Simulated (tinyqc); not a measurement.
Adding atomic layers: valley splitting of a silicon quantum well in envelope theory.

The well lies at 0 < z < L; U(z) = V0 [1/(1 + exp(z/w)) + 1/(1 + exp((L - z)/w))] - e F z, 1 mV/nm = 1e-4 eV/angstrom. The envelope psi solves -(c/ml) psi'' + U psi = E psi, c = hbar^2/2m0, by three-point differences on a grid of 0.1 angstrom from -40 to L + 40 angstrom. The two valleys at +/- k0 couple through D = C0 times the integral of exp(-i q z) U(z) psi^2, q = 2 k0 (2 pi/a), and split by Ev = 2|D|.

Constants: hbar^2/2m0 = 3.80998211 eV angstrom^2.

Parameters, chosen for this exercise (near those of a strained Si well in SiGe; not measured data): V0 = 0.15 eV (conduction offset); ml = 0.93 m0 (mass along z); F = 3.6 mV/nm (field pressing towards the upper interface); k0 = 0.845 2 pi/a (valley position); a = 5.431 angstrom (lattice constant); C0 = 0.24 (Bloch overlap factor); Ls = (102, 103.4, 104.7, 106.1, 107.4, 108.8, 110.1, 111.5) angstrom (widths in steps of one atomic layer, a/4, rounded to the grid); F2 = 0.5 mV/nm (second field, zero or weak); w1 = 0.8 angstrom (interface width for this table).

The smooth splitting Ev = 2|D| with w = w1, at the field F2 and at F.

Results:

| L (angstrom) | q L mod 2 pi | Ev at F2 (micro-eV) | Ev at F (micro-eV) |
|---|---|---|---|
| 102.0 | 4.65 | 2.15 | 6.51 |
| 103.4 | 1.10 | 1.13 | 6.47 |
| 104.7 | 3.65 | 1.69 | 6.49 |
| 106.1 | 0.10 | 1.62 | 6.48 |
| 107.4 | 2.64 | 1.11 | 6.47 |
| 108.8 | 5.38 | 1.84 | 6.49 |
| 110.1 | 1.64 | 0.903 | 6.47 |
| 111.5 | 4.37 | 1.71 | 6.48 |

At F2 the splitting swings between 0.903 and 2.15 micro-eV, a ratio of 2.38, as the two interfaces add with the phase q L, which advances on average by 2.65 rad a layer. At F the ratio is 1.01, where in the first row psi^2 at the upper interface is 310 times that at the lower one: one interface dominates and the interference fades.

(tinyqc, `OMP_NUM_THREADS=1 python tinyqc.py 1280627 1280628 out.jsonl`, Intel(R) Xeon(R) Processor @ 2.30GHz, 1 thread, shared host, about 0.07 s.)
